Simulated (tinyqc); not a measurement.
Optical transitions of a finite quantum well, step by step. Values are carried at full precision from step to step, so a last printed digit may differ when a step is redone from the rounded ones.

Each carrier sees a square well of width L with its own depth V and masses m (inside), mb (outside); c = hbar^2/2m0, k = sqrt(m E/c), kappa = sqrt(mb (V - E)/c), and level n solves k L + 2 atan[(k/m)/(kappa/mb)] = n pi. The envelope is cos(kz) for odd n and sin(kz) for even n inside, joins exp(-kappa (|z| - L/2)) outside, and is normalised to 1. Excitons and band mixing are left out.

Constants: hbar^2/2m0 = 3.80998211 eV angstrom^2; hc = 1239.841984 eV nm; fine-structure constant alpha = 0.007297352564.

Parameters, chosen for this exercise (near those of a GaAs well in AlGaAs; the results hold for these values, not for the real material):
- L = 66 angstrom (well width)
- Eg = 1.546 eV (gap of the well)
- Vc = 0.283 eV (conduction offset)
- Vv = 0.146 eV (valence offset)
- me = 0.0677 m0 (electron, well)
- meb = 0.096 m0 (electron, barrier)
- mh = 0.35 m0 (heavy hole along z, well)
- mhb = 0.399 m0 (heavy hole, barrier)
- ml = 0.0898 m0 (light hole along z, well)
- mlb = 0.1123 m0 (light hole, barrier)
- Ns = 0.54 x 1e12/cm^2 (electrons in e1)
- n_r = 3.4 (refractive index)
- G = 3 meV (half width of the line)

## Confinement energies

Up to three levels for each carrier.

Levels:
```
level  E (eV)  k (1/angstrom)  kappa (1/angstrom)
e1     0.0557         0.03146             0.07568
e2     0.2117         0.06134             0.04238
hh1    0.0150         0.03710             0.11714
hh2    0.0587         0.07341             0.09563
hh3    0.1238         0.10664             0.04822
lh1    0.0379         0.02988             0.05645
lh2    0.1328         0.05594             0.01975
```

## Interband transitions

From e1 and e2 to each hole level: E = Eg + E_e + E_h, wavelength hc/E, squared overlap of the envelopes, and the strength |<S|p|v>|^2 in units of P^2 at the subband edge: overlap^2 times 1/2 (hh) or 1/6 (lh) for light polarised in the plane (TE), times 0 (hh) or 2/3 (lh) along z (TM).

Transitions:
```
pair    E (eV)  wavelength (nm)  overlap^2      TE      TM
e1-hh1  1.6167            766.9     0.9802  0.4901  0.0000
e1-lh1  1.6396            756.2     0.9944  0.1657  0.6630
e1-hh2  1.6604            746.7     0.0000  0.0000  0.0000
e1-hh3  1.7255            718.5     0.0161  0.0080  0.0000
e1-lh2  1.7345            714.8     0.0000  0.0000  0.0000
e2-hh1  1.7727            699.4     0.0000  0.0000  0.0000
e2-lh1  1.7956            690.5     0.0000  0.0000  0.0000
e2-hh2  1.8164            682.6     0.8848  0.4424  0.0000
e2-hh3  1.8815            659.0     0.0000  0.0000  0.0000
e2-lh2  1.8905            655.8     0.8901  0.1484  0.5934
```

The edge is e1-hh1 at 767 nm. Pairs of opposite parity vanish exactly; e1-hh3 is allowed by parity and reaches 0.0161, only because the two envelopes leak differently into the barriers.

## Intersubband transitions from e1

z_1j = <1|z|j>; 1/m1 = <1|1/m|1>; f_1j = (m1/c)(E_j - E_1) z_1j^2, which sums to 1 over all bound and continuum states.

Transitions:
```
pair  E (meV)  wavelength (micrometre)  |z| (angstrom)       f
1-2     156.0                     7.95           18.59  0.9782
```

m1 = 0.0691 m0
sum of f over bound states = 0.9782

The continuum carries the remaining 0.0218. With hard walls z_12 = 16 L/(9 pi^2) = 11.89 angstrom and f_12 = 256/(27 pi^2) = 0.9607.

## Absorption of one well

For light polarised along z (a real waveguide or Brewster geometry adds an angle factor), with all electrons in e1 and none in e2, the peak fractional absorption is 4 pi alpha Ns c f_12/(n_r m1 G) and the area under the Lorentzian line is pi G times that, c = hbar^2/2m0; 1e12/cm^2 = 1e-4/angstrom^2. EF - E1 = 2 pi c Ns/m1 at zero temperature.

peak absorption = 2.619 %
area = 24.69 % meV
EF - E1 = 18.7 meV

EF lies below e2, as assumed.

## Checks

- Sum of f over all levels of a difference grid (60 cells across the well) against 1: 0.999 against 1.000.
- The strength f_12 on that grid against the matched envelopes: both 0.978.

Run: tinyqc, `OMP_NUM_THREADS=1 python tinyqc.py 1280467 1280468 out.jsonl`; Intel(R) Xeon(R) Processor @ 2.30GHz, one thread, shared host; about 0.06 s of CPU time with all checks.
